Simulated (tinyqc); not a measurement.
Worked calculation: conductance of a narrow metal strip with scatterers (square lattice, Green functions). Values are carried at full precision from step to step, so a last printed digit may differ when a step is redone from the rounded ones.

A strip of W sites across with hard walls, site energy 0 and hopping -t. Mode n = 1 to W has profile chi_n(j) = sqrt(2/(W + 1)) sin(n j pi/(W + 1)) and energy en = -2t cos(n pi/(W + 1)); E = en - 2t cos(kn a). With z_n = exp(i kn a) (Im k > 0 for closed modes, |z| < 1) each lead gives the self-energy -t z_n in mode n. One column carries the site energies v, here a notch at the edge (a site raised out of reach). In the mode basis V_nm = sum_j chi_n(j) v_j chi_m(j), G = (E - en + 2 t z_n - V)^-1, and t_nm = 2t sqrt(sin(kn a) sin(km a)) G_nm in size for open modes. T = sum |t_nm|^2, conductance (2e^2/h) T.

Constants: e^2/h = 3.874045865e-05 S.

Parameters, chosen for this exercise (hopping and spacing of the size met in Cu or Al; the lattice is a model; the results hold for these values, not for the real material): t = 1.34 eV (hopping); a = 2.49 angstrom (spacing); W = 5 (sites across); E = -2.3 eV (Fermi energy); v = (50, 0, 0, 0, 0) eV (site energies in the scattering column).

## Modes at the Fermi energy

For each n: en, cos(kn a) = (en - E)/(2t), z_n and the velocity 2 t a sin(kn a) (zero if closed).

Modes:
```
n  en (eV)  cos(k a)                  z  dE/dk (eV angstrom)
1  -2.3209  -0.00782  -0.00782+0.99997i               6.6730
2  -1.3400   0.35821   0.35821+0.93364i               6.2304
3   0.0000   0.85821   0.85821+0.51330i               3.4254
4   1.3400   1.35821            0.43912               0.0000
5   2.3209   1.72423            0.31960               0.0000
```

3 of 5 modes are open, so the clean strip has a resistance of 4302 ohm, whatever its length.

## The scatterer in the mode basis

Form V_nm.

V (eV):
```
        n=1      n=2      n=3      n=4     n=5
n=1  4.1667   7.2169   8.3333   7.2169  4.1667
n=2  7.2169  12.5000  14.4338  12.5000  7.2169
n=3  8.3333  14.4338  16.6667  14.4338  8.3333
n=4  7.2169  12.5000  14.4338  12.5000  7.2169
n=5  4.1667   7.2169   8.3333   7.2169  4.1667
```

A single site couples every mode that has amplitude on it.

## Green function and transmission

E - en + 2 t z_n = 2t (z_n - cos(kn a)). Invert, form |t_nm|^2 = (2t)^2 Im(z_n) Im(z_m) |G_nm|^2 and sum. The added resistance is 1/(2 (e^2/h) T) less the same for the clean strip.

G (1/eV):
```
                 n=1              n=2              n=3              n=4              n=5
n=1  -0.0104-0.3461i  -0.0193+0.0502i  -0.0406+0.1055i   0.0510+0.0196i   0.0193+0.0074i
n=2  -0.0193+0.0502i  -0.0358-0.3065i  -0.0753+0.1957i   0.0946+0.0364i   0.0358+0.0138i
n=3  -0.0406+0.1055i  -0.0753+0.1957i  -0.1581-0.3159i   0.1988+0.0765i   0.0751+0.0289i
n=4   0.0510+0.0196i   0.0946+0.0364i   0.1988+0.0765i  -0.3690-0.0961i   0.0140-0.0363i
n=5   0.0193+0.0074i   0.0358+0.0138i   0.0751+0.0289i   0.0140-0.0363i  -0.2604-0.0137i
```

|t_nm|^2:
```
        n=1     n=2     n=3  n=4  n=5
n=1  0.8609  0.0194  0.0471    0    0
n=2  0.0194  0.5961  0.1513    0    0
n=3  0.0471  0.1513  0.2362    0    0
n=4       0       0       0    0    0
n=5       0       0       0    0    0
```

T = 2.1289
added resistance = 1760 ohm

Mode 3 passes least (0.435) and mode 1 most (0.927); 20.5 % of the transmitted flux changes mode.

## Checks

- Transmitted plus reflected flux against the number of open modes: both 3.00000.

Run: tinyqc, `OMP_NUM_THREADS=1 python tinyqc.py 1480038 1480039 out.jsonl`; Intel(R) Xeon(R) Processor @ 2.30GHz, one thread, shared host; about 0.01 s of CPU time with all checks.
